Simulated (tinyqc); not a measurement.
Longitudinal sound in a periodic multilayer: transfer matrices, stop bands and folded phonons: one step, computed by the program tinyqc. Command: `OMP_NUM_THREADS=1 python tinyqc.py 3021085 3021086 out.jsonl multilayer walk`. One thread of a shared host (Intel(R) Xeon(R) Processor @ 2.30GHz), about 0.01 s of CPU time with the checks.

Layers 1 and 2 repeat with period d = d_1 + d_2; waves travel normal to the layers, without loss. State vector (u, s): displacement u and stress divided by omega. Impedances Z = rho v are in 1e6 kg/(m^2 s).

Question. Transfer matrix of one period. A layer maps (u, s) by [[cos p, sin p/Z], [-Z sin p, cos p]], p = 2 pi f d_i/v_i; one period is M = M_2 M_1, and cos(q d) = trace(M)/2.

Inputs (values chosen for the exercise, modelled on silica (layer 1), hafnia (layer 2) and silicon (substrate)):

| quantity | value | unit |
|---|---|---|
| velocity v_1 | 5850 | m/s |
| thickness d_1 | 660 | nm |
| velocity v_2 | 5520 | m/s |
| thickness d_2 | 923 | nm |
| frequency f | 2.18 | GHz |

Z_2 = 53.5992

Z_1 = 12.753

Give: phase p_1; phase p_2; M; trace(M)/2.

Answer.

phase p_1 = 1.545 rad

phase p_2 = 2.290 rad

M:
```
         1         2
1  -0.1957  -0.05130
2    7.376    -3.177
```

trace(M)/2 = -1.686

|trace/2| > 1: f lies in a stop band, and the amplitude falls by a factor 3.044 a period.
